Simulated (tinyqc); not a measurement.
# Resistance of a source-drain extension with a graded tip: what changes with what

y runs along the channel, the gate covers y > 0. The doping is N0 for y < y0 and N0 10^(-(y - y0)/la) beyond, uniform over the depth xj. Sheet conductance s(y) = q mu(N) max(N - Nch, 0) xj + (for y > 0) ma Cox Vo, with mu(N) = u0 + (u1 - u0)/(1 + (N/Nr)^au) and Cox = eps0 eox/tox. Current is taken as one-dimensional; depletion of the tip, spreading and the contact are left out. The metallurgical junction lies at yj, where N = Nch.

Parameters, values chosen for the exercise; mobility law close to that of electrons in silicon:
- eox = 3.9 (relative permittivity of the gate insulator (close to silicon dioxide))
- tox = 1.4 nm (insulator thickness)
- N0 = 5.9e19 cm^-3 (active doping of the extension far from the gate)
- la = 5.1 nm/decade (lateral abruptness)
- y0 = 3.6 nm (position under the gate where the fall begins (gate edge at 0))
- xj = 19 nm (depth of the extension)
- Nch = 1.4e18 cm^-3 (channel doping)
- Ls = 14 nm (spacer length)
- Vo = 0.74 V (gate overdrive)
- ma = 170 cm^2/(V s) (mobility of the gate-induced layer)
- u1 = 1414 cm^2/(V s) (mobility at low doping)
- u0 = 68.5 cm^2/(V s) (mobility at high doping)
- Nr = 9.2e16 cm^-3 (reference doping)
- au = 0.711 (exponent)
- Lg = 90 nm (gate length)

Constants: q = 1.602176634e-19 C, eps0 = 8.8541878128e-14 F/cm where lengths are in cm. Results are converted to the units shown.

Each table varies one quantity; the others keep the values above.

## Abruptness at a fixed junction position

R_spacer = integral of dy/s from -Ls to 0, R_ov from 0 to yj, R_channel = (Lg - 2 yj)/(ma Cox Vo), R_total = 2 R_spacer + 2 R_ov + R_channel. Electrical length L_eff = ma Cox dR_total/d(1/Vo); R_series = R_total - L_eff/(ma Cox Vo). y0 is moved with la so that yj stays at 11.886 nm.

The same in every row: yj (nm) = 11.89; R_channel (ohm um) = 213.4.

Results:
```
la (nm/decade)  R_spacer (ohm um)  R_ov (ohm um)  R_total (ohm um)  L_eff (nm)  R_series (ohm um)
1                           9.743          8.726             250.4       68.02              31.15
2.3                         9.743          11.23             255.4       69.38              31.77
3.6                         9.743          13.72             260.4       70.74              32.39
4.9                         9.743          16.22             265.4       72.10              33.00
7.4                         9.745          21.03             275.0       74.72              34.19
8.7                         10.25          23.21             280.4       75.99              35.45
10                          11.62          24.93             286.5       77.12              38.01
```

Estimate the missing row, la = 6.1 nm/decade.

Computed row:
```
la (nm/decade)  R_spacer (ohm um)  R_ov (ohm um)  R_total (ohm um)  L_eff (nm)  R_series (ohm um)
6.1                         9.743          18.53             270.0       73.36              33.57
```

With this row back in the table: As la goes from 1 to 10 nm/decade, R_total rises from 250 to 287 ohm um, R_spacer rises from 9.74 to 11.6 ohm um and R_ov rises from 8.73 to 24.9 ohm um. R_total changes on average by 4.02 ohm um for each nm/decade. L_eff exceeds the metallurgical length by 1.80 nm in the first row and 10.9 nm in the last, since the gate also controls the lightly doped tips.

## Effect of the depth of the extension

Same model as above.

The same in every row: yj (nm) = 11.89; R_channel (ohm um) = 213.4.

Effect of the depth of the extension:
```
xj (nm)  R_spacer (ohm um)  R_ov (ohm um)  R_total (ohm um)  L_eff (nm)  R_series (ohm um)
4                    46.28          27.52             361.0       79.29              105.5
5.6                  33.06          25.26             330.1       77.60              79.98
7.7                  24.04          23.01             307.5       76.07              62.40
11                   16.83          20.45             288.0       74.46              48.01
15                   12.34          18.24             274.6       73.19              38.72
21                   8.815          15.93             262.9       71.96              31.02
29                   6.383          13.84             253.9       70.92              25.33
40                   4.628          11.89             246.5       70.02              20.84
```

Read the table: what changes, and by how much?

As xj goes from 4 to 40, R_total falls from 361 to 246 ohm um, L_eff falls from 79.3 to 70.0 nm and R_series falls from 106 to 20.8 ohm um.

Computed by the program tinyqc: `OMP_NUM_THREADS=1 python tinyqc.py 2282274 2282275 out.jsonl`, one thread of a shared Intel Xeon 2.30GHz, about 0.03 s for the whole run.
